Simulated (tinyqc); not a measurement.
Changing the temperature T: mobility of a non-polar semiconductor in the relaxation-time approximation. Computed by tinyqc, a small Python program. Command: `OMP_NUM_THREADS=1 python tinyqc.py 3023660 3023661 out.jsonl rta sweep`. One thread of a shared host (Intel(R) Xeon(R) Processor @ 2.30GHz), about 0.04 s of CPU time with the checks.

Each valley is treated as a sphere of mass m_d for states and rates, with one isotropic relaxation time; the conductivity mass m_c sets the current.

Inputs (values chosen for the exercise, modelled on holes in germanium):
```
quantity                                            value       unit
longitudinal mass m_l                               0.295        m_0
transverse mass m_t                                 0.295        m_0
equivalent valleys Z                                    1          -
static permittivity eps_s                              16          -
density rho                                          5323     kg/m^3
sound velocity v_l                                   5260        m/s
acoustic deformation potential D_A                    4.7         eV
phonon energy hbar w                                 36.8        meV
optical or intervalley deformation potential D_o      7.3  1e8 eV/cm
final valleys Z_f                                       1          -
carrier density n                                 1.7e+14     1/cm^3
compensation ratio C                                    0          -
```

Band: parabolic. Impurity formula: Conwell-Weisskopf. Further scattering: none.

Constants: k_B = 8.617333262e-05 eV/K; m_0 = 9.1093837015e-31 kg; e = 1.602176634e-19 C; hbar = 1.054571817e-34 J s; eps_0 = 8.8541878128e-12 F/m; k_B = 1.380649e-23 J/K; hbar = 6.582119569e-16 eV s.

Method:
- m_d = (m_l m_t^2)^(1/3); 1/m_c = (1/m_l + 2/m_t)/3; Hall mass factor A = 3 K_m (K_m + 2)/(2 K_m + 1)^2, K_m = m_l/m_t; N_I = n (1 + C)/(1 - C).
- Parabolic band: E = hbar^2 k^2/(2 m), speed v = hbar k/m, states per spin, volume and energy g(E) = m k/(2 pi^2 hbar^2). Here m = m_d. Masses are multiplied by m_0 and all formulas are in SI units.
- The reduced Fermi level eta = E_F/(k_B T) solves n = 2 Z int g f dE with f = 1/(1 + exp(x - eta)) (Z = 1 unless valleys are given); screening length L_s = sqrt(eps_s eps_0 k_B T/(e^2 dn/deta)), dn/deta = 2 Z int g f (1 - f) dE.
- Integrals over x = E/(k_B T) use 160 Gauss-Legendre points in u = sqrt(x) from 0 to sqrt(max(eta, 0) + 32).
- Phonon occupation N_q = 1/(exp(hbar w/(k_B T)) - 1).
- Acoustic deformation potential (elastic, equipartition, absorption and emission together): 1/tau = 2 pi k_B T D_A^2 g(E)/(hbar rho v_l^2).
- Optical or intervalley deformation potential: 1/tau = (pi Z_f D_o^2/(rho w)) [N_q g(E + hbar w) + (N_q + 1) g(E - hbar w)], with g = 0 below the band edge.
- Each optical term is multiplied by (1 - f(E'))/(1 - f(E)), E' the final energy, for Pauli blocking.
- Singly charged impurities, momentum relaxation: 1/tau = N_I e^4 m (1 + 2 alpha E) Phi/(8 pi (eps_s eps_0)^2 hbar^3 k^3), with alpha = 0 for a parabolic band.
- Conwell-Weisskopf: Phi = ln(1 + y^2), y = 4 pi eps_s eps_0 E N_I^(-1/3)/e^2 (largest impact parameter N_I^(-1/3)/2).
- mu = (m_d/m_c) (2 Z e/(3 n k_B T)) int g v^2 tau f (1 - f) dE.
- Averages over x are split at the emission threshold x_0 = hbar w/(k_B T): 64 Gauss-Legendre points in sqrt(x) below it and 128 in sqrt(x - x_0) above it, up to x = max(eta, 0) + 32.
- Rates are added at each energy before the average. With <y> = int g v^2 y f (1 - f) dE: Hall factor r_H = A (3 n k_B T/(2 Z m_d)) <tau^2/(1 + 2 alpha E)>/<tau>^2 (alpha = 0 for a parabolic band); Hall mobility r_H mu; |S| = (k_B/e) (<x tau>/<tau> - eta); resistivity 1/(n e mu).
- Matthiessen's rule adds 1/mu of the separate processes.

One run for each value; columns: (1) temperature T (K); (2) drift mobility mu (cm^2/(V s)); (3) acoustic mobility (cm^2/(V s)); (4) ionised impurity mobility (cm^2/(V s)); (5) optical mobility (cm^2/(V s)); (6) Hall factor r_H; (7) excess of Matthiessen's rule over the full mu (%):
```
(1)    (2)    (3)        (4)        (5)    (6)    (7)
60   67940  96353  6.045e+05  6.684e+06  1.025  20.82
79   48584  63777  8.451e+05  1.123e+06  1.060  15.94
100  33525  44783  1.131e+06  3.247e+05  1.113  13.44
140  17649  27035  1.727e+06  7.595e+04  1.211  11.68
180  10476  18544  2.379e+06  3.086e+04  1.281  10.03
230   6308  12839  3.260e+06  1.451e+04  1.328   7.77
310   3497   8205  4.803e+06  6.651e+03  1.348   4.96
410   2084   5394  6.928e+06  3.564e+03  1.338   2.95
530   1331   3670  9.720e+06  2.146e+03  1.316   1.73
700    837   2418  1.406e+07  1.298e+03  1.288   0.94
```

Describe and explain the trends.

Over the rows, drift mobility mu (cm^2/(V s)) falls from 67900 to 837 (exponent d ln y / d ln x -1.2 between the first rows and -1.7 between the last); acoustic mobility (cm^2/(V s)) falls from 96400 to 2420 (exponent d ln y / d ln x about -1.5 throughout); ionised impurity mobility (cm^2/(V s)) rises from 605000 to 1.41e7 (exponent d ln y / d ln x 1.2 between the first rows and 1.3 between the last). The exponent of acoustic mobility stays at -1.5: the T^(-3/2) law of acoustic scattering in a classical gas. The lowest separate mobility among these three is acoustic from 60.0 to 230, optical from 310 to 700 K. Matthiessen's rule errs most, by 21 %, at 60.0 K.

Caution (rows 60.0, 79.0, 100): n is taken as given; at low temperature (in diamond even at 300 K) real dopants can freeze out, which changes n and N_I.

Extremes, crossings and ranges named in words are read from the listed rows.
